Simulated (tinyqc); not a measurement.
Heisenberg magnet: exchange from energy differences, ordering vector, linear spin waves and ordering temperature. Changing the spin S. Computed by tinyqc, a small Python program. Command: `OMP_NUM_THREADS=1 python tinyqc.py 3011030 3011031 out.jsonl magnon sweep`. One thread of a shared host (Intel(R) Xeon(R) Processor @ 2.30GHz), about 0.6 s of CPU time with the checks.

H = -sum over pairs <ij> J_ij S_i.S_j - K sum_i (S_i^z)^2, each pair once, J > 0 ferromagnetic. First neighbours: 12 at a (0.5, 0.5, 0), second: 6 at a (1, 0, 0), with all permutations and signs.

Inputs (values chosen for the exercise, for a model magnet):

| quantity | value | unit |
|---|---|---|
| exchange J1 | 0.488 | meV |
| exchange J2 | -0.058 | meV |
| single-ion anisotropy K | 0.015 | meV |
| lattice constant a | 5.78 | angstrom |
| mesh divisions n | 16 | - |
| temperature T | 38 | K |

Lattice: fcc. Order: ferromagnetic.

Constants: k_B = 8.617333262e-05 eV/K.

Method:
- g_s(q) = sum over shell s of cos(q.R), z1 = g1(0). E(q) = S [J(0) - J(q)] + (2S - 1) K, J(q) = J1 g1 + J2 g2. The factor 2S - 1 removes the anisotropy for S = 1/2.
- sum R_x^2 over the shells is s1 = 2 a^2 and s2 = 2 a^2. E = gap + D q^2 with D = (S/2)(J1 s1 + J2 s2) and gap = (2S - 1) K.
- J(q) = J1 g1(q) + J2 g2(q), g_s(q) = sum over shell s of cos(q.R).
- Mesh: q = sum_i (m_i + 1/2)/n b_i, m_i = 0..n-1, b = [[-1, 1, 1], [1, -1, 1], [1, 1, -1]] in 2 pi/a; <..> is the mean over the mesh.
- n = 1/(exp(E/(k_B T)) - 1); no zero-point loss; thermal loss <n>; moment = S less the losses.
- K left out. Mean field: k_B T = S (S + 1) J(Q)/3 at the ordering vector Q; random-phase (Tyablikov): k_B T = [S (S + 1)/3] / <1/(J(Q) - J(q))>; Curie-Weiss theta = S (S + 1) J(0)/(3 k_B).

One run for each value:

| spin S | mean-field ordering temperature (K) | stiffness D (meV angstrom^2) | zero-point loss | moment <S^z> |
|---|---|---|---|---|
| 1.0 | 42.61 | 14.366 | 0 | 0.5781 |
| 1.5 | 79.90 | 21.548 | 0 | 1.2889 |
| 2.0 | 127.84 | 28.731 | 0 | 1.8758 |
| 2.5 | 186.43 | 35.914 | 0 | 2.4186 |
| 3.0 | 255.67 | 43.097 | 0 | 2.9424 |
| 3.5 | 335.57 | 50.280 | 0 | 3.4568 |

Over the rows, mean-field ordering temperature (K) rises from 42.6 to 336 (exponent d ln y / d ln x 1.6 between the first rows and 1.8 between the last); stiffness D (meV angstrom^2) rises from 14.4 to 50.3 (exponent d ln y / d ln x about 1.0 throughout); zero-point loss does not change. The exponent of stiffness D stays at 1: linear spin waves scale with S. The mean-field temperature goes as S (S + 1) and the spin-wave scale as S. Left out: 0.500 (T too near or above the ordering temperature).

Caution (rows 1.00): with so many magnons their interaction matters and linear theory fails.
